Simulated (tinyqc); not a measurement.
Inside a calculation. Model: strained alloy layer of InP and GaP on (001) GaAs, model-solid band line-up.

tinyqc, about 0.01 s, one thread, Intel Xeon 2.30GHz (shared host): `OMP_NUM_THREADS=1 python tinyqc.py 2690082 2690083 out.jsonl` Printed values are rounded.

The layer is x parts of the first compound and 1 - x of the second, grown coherently on the third as substrate and barrier. Rows of the table: lattice constant a, average valence level Ea on an absolute scale, spin-orbit splitting so, gaps at Gamma, X and L, hydrostatic deformation potentials av and ac (Gamma), shear potential b, elastic constants, electron and heavy-hole (along z) masses. All are interpolated linearly in x; gaps get -C x (1 - x), taken wholly in the conduction band; real line-ups can differ from this model by 0.1 eV or more.

Values chosen for this exercise:
- x = 0.52 (fraction of the first compound in the layer)
- CG = 0.65 eV (bowing of the Gamma gap)
- CX = 0.2 eV (bowing of the X gap)
- CL = 1.03 eV (bowing of the L gap)

## Relaxed alloy and strain

Binary compounds, values chosen for the exercise:
```
              close to InP  close to GaP  close to GaAs
a (angstrom)         5.869         5.451          5.653
Ea (eV)              -7.04          -7.4          -6.92
so (eV)              0.109        0.0793          0.338
EG (eV)               1.36          2.78           1.44
EX (eV)               2.17          2.28           1.92
EL (eV)               1.92          2.58            1.7
av (eV)               1.27          1.69           1.15
ac (eV)              -5.04         -7.05          -7.27
b (eV)               -1.69         -1.79           -1.7
c11 (GPa)              101           139            120
c12 (GPa)             55.9          62.9           53.9
me (m0)             0.0789         0.131         0.0662
mh (m0)              0.528         0.334          0.351
```

In-plane strain e = (a_substrate - a)/a, e_z = -2 (c12/c11) e, volume change 2 e + e_z.

a = 5.66836 angstrom
Gamma gap = 1.87936 eV
X gap = 2.17288 eV
L gap = 1.97971 eV
e = -0.270978 %
e_z = 0.269342 %
volume change = -0.272614 %

The relaxed alloy has its lowest gap at Gamma (direct). The layer is under compressive in-plane strain.

## Band edges and offsets

In-plane strain e = (a_substrate - a)/a, e_z = -2 (c12/c11) e, volume change 2 e + e_z. With v = 2 e + e_z and d = 2 b (e_z - e): Eav = Ea + av v; E_hh = Eav + so/3 - d/2; E_lh = Eav - so/6 + d/4 + sqrt(so^2 + so d + 9 d^2/4)/2; E_c = Ea + so/3 + EG + ac v (Gamma). Substrate: E_v = Ea + so/3, E_c = E_v + EG. Well depths: dEc = E_c(substrate) - E_c, dEhh = E_hh - E_v(substrate), dElh likewise; strained Gamma gap E_c - max(E_hh, E_lh); positive values confine carriers in the layer.

d = -0.0187815 eV
E_hh = -7.17584 eV
E_lh = -7.19260 eV
E_c = -5.28549 eV
strained Gamma gap = 1.89035 eV
dEc = -0.0818446 eV
dEhh = -0.368506 eV
dElh = -0.385269 eV

The heavy-hole band lies on top, by 16.8 meV. At Gamma the line-up is type I, the layer is a barrier for both carriers.

## Critical thickness

In-plane strain e = (a_substrate - a)/a. Matthews-Blakeslee for 60-degree dislocations in a single layer: hc = k (ln(hc/bv) + 1), k = bv (1 - nu/4)/(4 pi |e| (1 + nu)), nu = c12/(c11 + c12), bv = a/sqrt(2); the larger root.

nu = 0.331989
bv = 0.400814 nm
hc = 46.6511 nm

The layer, Lw = 4.7 nm, is thinner than hc, so it stays coherent by this criterion.
